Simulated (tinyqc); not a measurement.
Surface segregation during layer-by-layer epitaxy: two-layer exchange kinetics and the shape of quantum wells and delta layers: one step, computed by the program tinyqc. Command: `OMP_NUM_THREADS=1 python tinyqc.py 3016761 3016762 out.jsonl mbeseg walk`. One thread of a shared host (Intel(R) Xeon(R) Processor @ 2.30GHz), about 0.01 s of CPU time with the checks.

Atoms A and B exchange only between the growing layer and the one below it. B is supplied for N layers, then pure A follows.

Problem. The second layer. Each layer is deposited complete with B share x_dep and then exchanges for the time tau = 1/G with the layer below, whose share is b (total c = s + b fixed): ds/dt = p1 b (1 - s) - p2 s (1 - b), s(0) = x_dep. With the roots s1 < s2 of the right side, (s - s1)/(s - s2) = [(s(0) - s1)/(s(0) - s2)] exp(-(p1 - p2)(s2 - s1) tau). The lower layer is then buried with c - s, and s becomes the b of the next layer. Layer 1 is deposited on pure A with share x0; with nothing to lift from below, take b = 0 and s(0) = x0 for it. Then layer 2 has x_dep = x0.

Inputs (values chosen for the exercise, close to those used for antimony in silicon):
```
quantity                                   value      unit
growth rate G                                1.3  layers/s
share x0 of B in the flux during the well  0.073         -
layers in the well N                           6         -
temperature T                                330         C
```

p1 = 0.004220821 1/s

p2 = 4.960175e-08 1/s

Give: share in layer 1 after its exchange; root s1 for layer 2; root s2 for layer 2; share in layer 2 after its exchange; share buried in layer 1.

Solution.

share in layer 1 after its exchange = 0.07300

root s1 for layer 2 = 0.1460

root s2 for layer 2 = 1.000

share in layer 2 after its exchange = 0.07322

share buried in layer 1 = 0.07278
